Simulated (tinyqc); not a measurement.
Phase shift across the band: Koster-Slater impurity in a tight-binding band, by Green functions and by supercells. Computed by tinyqc, a small Python program. Command: `OMP_NUM_THREADS=1 python tinyqc.py 3023037 3023038 out.jsonl kosterslater walk`. One thread of a shared host (Intel(R) Xeon(R) Processor @ 2.30GHz), about 0.06 s of CPU time with the checks.

One orbital per site, e(k) = -2 t sum cos(k_i) over 3 direction(s), band from -6 t to 6 t, lattice constant 1. One site has the extra energy U. Spin is left out.

Inputs (values chosen for the exercise, for a model band): hopping t = 1.8 eV; impurity potential U = 9.74 eV; broadening eta = 0.14 eV.

Lattice: simple cubic.

Method:
- Outside the band G0(E) = (1/pi) int_0^pi dk (2/(pi z)) K(16 t^2/z^2), z = E + 2 t cos k, K the complete elliptic integral with parameter m; 200 Gauss-Legendre points.
- A bound state solves 1/U = G0(E).
- Bisection in ln(distance from the edge) between 1e-5 t and |U| + t. Weight on the impurity site: -1/(U^2 dG0/dE), by a central difference with step min(1e-4 t, distance/30). Decay length along an axis: 1/arccosh(1 + distance/(2 t)).
- Inside the band G0(z), z = E + i eta, comes from the chain form 1/(sqrt(y - 2t) sqrt(y + 2t)) (principal roots) at y = z + 2 t cos k + 2 t cos k', averaged over k and k' in (0, pi) with 200 Gauss-Legendre points each.
- delta/pi = -arg(1 - U G0)/pi counts the states added below E (Friedel); host DOS = -Im G0/pi, DOS on the impurity = -Im[G0/(1 - U G0)]/pi; 13 evenly spaced energies from -(band edge + |U| + 2t) to +(band edge + |U| + 2t).

distance from the band edge = 1.20582 eV

level E_b = 12.0058 eV

Across the spectrum:
```
E (eV)   Re G0 (1/eV)  host DOS (1/eV)  DOS on the impurity (1/eV)  delta/pi
-24.140      -0.04294         0.000085                      0.0000  -0.00059
-20.117      -0.05244         0.000130                      0.0001  -0.00084
-16.093      -0.06800         0.000230                      0.0001  -0.00135
-12.070      -0.10164         0.000655                      0.0002  -0.00320
-8.047       -0.14938         0.021858                      0.0034  -0.08467
-4.023       -0.16553         0.060444                      0.0059  -0.19611
0.000         0.00000         0.077998                      0.0116  -0.37370
4.023         0.16553         0.060444                      0.0159  -0.60175
8.047         0.14938         0.021858                      0.0334  -0.69013
12.070        0.10164         0.000655                      1.3060  -0.35260
16.093        0.06800         0.000230                      0.0020  -0.00664
20.117        0.05244         0.000130                      0.0005  -0.00259
24.140        0.04294         0.000085                      0.0003  -0.00143
```

What does the comparison show, and why?

delta/pi starts and ends near zero (-0.001 and -0.001): the impurity moves states but creates none. delta/pi is negative in the band, down to -0.69 among these rows (-1 just below the level for small eta), and the lost state returns at the level above the band (12.006 eV).

Extremes, crossings and ranges named in words are read from the listed rows.
